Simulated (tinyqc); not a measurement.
Inside a calculation: ellipsoidal valleys in the axes of a wafer and a channel. Values are carried at full precision from step to step, so a last printed digit may differ when a step is redone from the rounded ones.

Valleys with axes a along x, y and z, two valleys each; inverse mass tensor w = 1/mt + (1/ml - 1/mt) a a. Device axes: z = nz/|nz|, x = nx/|nx|, y = z cross x; in them a = (ax, ay, az). Confinement mass mz = 1/w_zz. In the plane w_ij is replaced by u_ij = w_ij - w_iz w_jz/w_zz (i, j = x, y); density-of-states mass md = 1/sqrt(det u); conductivity mass along x mc = 1/u_xx; ballistic transport mass mx = u_yy/det u, width mass my = 1/u_yy.

Constants: hbar^2/2m0 = 3.80998211 eV angstrom^2; kB = 8.617333262e-05 eV/K.

Inputs chosen for the exercise (near those of the Delta valleys of Si; shifted at random, so the results belong to these values and not to a real crystal): ml = 0.936 m0 (longitudinal mass); mt = 0.186 m0 (transverse mass); nz = (1, 1, 0) (surface normal (confinement)); nx = (0, 0, 1) (channel direction); t = 6.9 nm (thickness of the film); T = 300 K (temperature).

## Device axes and valley axes

Give the rows x, y, z in cubic components and each valley axis in device components.

device axes:
```
    [100]    [010]   [001]
x  0.0000   0.0000  1.0000
y  0.7071  -0.7071  0.0000
z  0.7071   0.7071  0.0000
```

valley axes:
```
       ax       ay      az
x  0.0000   0.7071  0.7071
y  0.0000  -0.7071  0.7071
z  1.0000   0.0000  0.0000
```

## Tensors of the valley y

Form w and the reduced tensor u.

w (1/m0):
```
        x       y       z
x  5.3763  0.0000  0.0000
y  0.0000  3.2224  2.1540
z  0.0000  2.1540  3.2224
```

u (1/m0):
```
        x       y
x  5.3763  0.0000
y  0.0000  1.7825
```

The axis is tilted against the normal, so w_xz or w_yz is not zero and the reduction changes the masses in the plane.

## Masses of all valleys

Give mz, md, mc, mx and my.

Masses (m0):

| valley | mz | md | mc | mx | my |
|---|---|---|---|---|---|
| x | 0.3103 | 0.3230 | 0.1860 | 0.1860 | 0.5610 |
| y | 0.3103 | 0.3230 | 0.1860 | 0.1860 | 0.5610 |
| z | 0.1860 | 0.4172 | 0.9360 | 0.9360 | 0.1860 |

mz md^2 = ml mt^2 = 0.03238 for every valley, so a heavy confinement mass comes with a small density of states. The heaviest mz is 0.310, for x and y.

## Subbands and shares in a film

Hard walls: E_n = c (n pi/t)^2/mz, c = hbar^2/2m0, n = 1, 2, 3. Non-degenerate share of a valley proportional to md sum_n exp(-E_n/kT); mean 1/mc = sum of share/mc. 1 nm = 10 angstrom.

Give the ladders, the shares and the mean conductivity mass.

Subbands:

| valley | E1 (meV) | E2 (meV) | E3 (meV) | share |
|---|---|---|---|---|
| x | 25.5 | 101.8 | 229.1 | 0.379 |
| y | 25.5 | 101.8 | 229.1 | 0.379 |
| z | 42.5 | 169.9 | 382.2 | 0.242 |

mean mc = 0.2308 m0

The lowest ladder (x and y) holds 76 % of the electrons in these valleys, the next starts 17 meV higher.

## Checks

- mz md^2 against ml mt^2: they agree to 1e-10 or better.
- mx my against md^2: they agree to 1e-10 or better.

tinyqc: `OMP_NUM_THREADS=1 python tinyqc.py 1850343 1850344 out.jsonl`; about 0.01 s, one thread, shared Intel(R) Xeon(R) Processor @ 2.30GHz.
